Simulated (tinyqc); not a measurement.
# One electron in a tunnel-coupled double dot: charge qubit, sensing and quantum capacitance: several studies

Basis (left, right), H = [[ep/2, tc], [tc, -ep/2]], splitting Om = sqrt(ep^2 + 4 tc^2), ep = al times the gate voltage. In equilibrium the electron is on the right with the chance P_R = [1 + (ep/Om) tanh(Om/2 kB T)]/2.

Parameters, values chosen for the exercise: tunnel coupling tc = 27 ueV; electron temperature T = 0.03 K; lever arm of the gate on the detuning al = 0.22 eV/V; resonator frequency f0 = 296 MHz; deviation of quasi-static detuning noise se = 2.8 ueV.

Constants: q = 1.602176634e-19 C, kB = 1.380649e-23 J/K, hbar = 1.054571817e-34 J s, h = 6.62607015e-34 J s, Vt = kB T/q. Results are converted to the units shown.

Each table varies one quantity; the others keep the values above.

## Coherence against detuning

Noise in ep shifts Om by (ep/Om) d + (2 tc^2/Om^3) d^2. For Gaussian d of deviation se the spread of Om is sqrt[(ep se/Om)^2 + 2 (2 tc^2 se^2/Om^3)^2], and T2* is estimated as sqrt(2) hbar/spread; Om T2*/h counts the oscillations within T2*.

Coherence against detuning:
```
ep (ueV)  Om (ueV)  T2* (ns)  oscillations within T2*
0           54.000    9.0672                   118.39
1.4         54.018    7.4091                   96.775
2.7         54.067    5.3732                   70.247
5.4         54.269    3.1405                   41.211
11          55.109    1.6412                   21.869
22          58.310   0.87852                   12.386
40          67.201   0.55824                   9.0709
81          97.350   0.39954                   9.4048
160         168.87   0.35087                   14.327
```

Read the table: what changes, and by how much?

T2* falls from 9.07 to 0.351 ns, towards sqrt(2) hbar/se = 0.332 ns far from the anticrossing; the first row is 25.8 times the last. First and second order are equal near ep = sqrt(2) se/2 = 1.98 ueV.

## Peak signal against tunnel coupling

At ep = 0: q^2 al^2 dP_R/d(ep) splits into Cq = q^2 al^2 (2 tc^2/Om^3) tanh(Om/2 kB T) and Ct = q^2 al^2 (ep/Om)^2/(4 kB T cosh^2(Om/2 kB T)); Ct appears only if relaxation is faster than the drive. A resonator of frequency f0, capacitance Cp and quality factor Q shifts by df = -f0 Cq/(2 Cp) and its phase by -2 Q Cq/Cp. The slope dP_R/d(ep) there is tanh(tc/kB T)/(4 tc).

Peak signal against tunnel coupling:
```
tc (ueV)   tc/kB T  Cq (aF)  slope (1/ueV)  2 tc/h (GHz)
0.25      0.096704   747.57       0.096404       0.12090
0.53       0.20501   739.56       0.095372       0.25631
1.1        0.42550   707.69       0.091262       0.53196
2.2        0.85100   609.43       0.078590        1.0639
4.6         1.7794   398.11       0.051338        2.2246
9.6         3.7134   201.70       0.026011        4.6425
20          7.7363   96.932       0.012500        9.6720
41          15.860   47.284      0.0060976        19.828
```

The peak Cq falls from 748 to 47.3 aF: it levels off at q^2 al^2/(4 kB T) = 750 aF for weak coupling and goes as tc^(-1.00) between the last two rows. Below tc of about kB T the slope measures temperature rather than coupling. For tc = 0.25, 0.53, 1.1 2 tc/h is less than three times the drive frequency f0, so the electron cannot follow adiabatically.

## Line shape against detuning

q^2 al^2 dP_R/d(ep) splits into Cq = q^2 al^2 (2 tc^2/Om^3) tanh(Om/2 kB T) and Ct = q^2 al^2 (ep/Om)^2/(4 kB T cosh^2(Om/2 kB T)); Ct appears only if relaxation is faster than the drive. A Ct of 0 means below 1e-6 aF.

The same in every row: Ct (aF) = 0.

Results:
```
ep (ueV)  Om (ueV)     P_R  Cq (aF)
0            54.00  0.5000    71.80
18.9         57.21  0.6652    60.37
37.8         65.92  0.7867    39.48
56.7         78.30  0.8621    23.55
94.5         108.8  0.9341    8.769
113.4        125.6  0.9514    5.706
132.3        142.9  0.9629    3.875
151.2        160.6  0.9709    2.732
170.1        178.5  0.9766    1.989
189          196.6  0.9808    1.489
```

Estimate the missing row, ep = 75.6 ueV.

Computed row:
```
ep (ueV)  Om (ueV)     P_R  Cq (aF)
75.6         92.91  0.9069    14.10
```

With this row back in the table: Cq falls from 71.8 to 1.49 aF, and Ct stays at 0 aF. Among the rows listed Ct reaches at most 0 % of the peak of Cq, with tc/kB T = 10: the line is set by the coupling, and its half width is near 1.53 tc.

Computed by the program tinyqc: `OMP_NUM_THREADS=1 python tinyqc.py 2470009 2470010 out.jsonl`, one thread of a shared Intel Xeon 2.30GHz, about 0.01 s for the whole run.
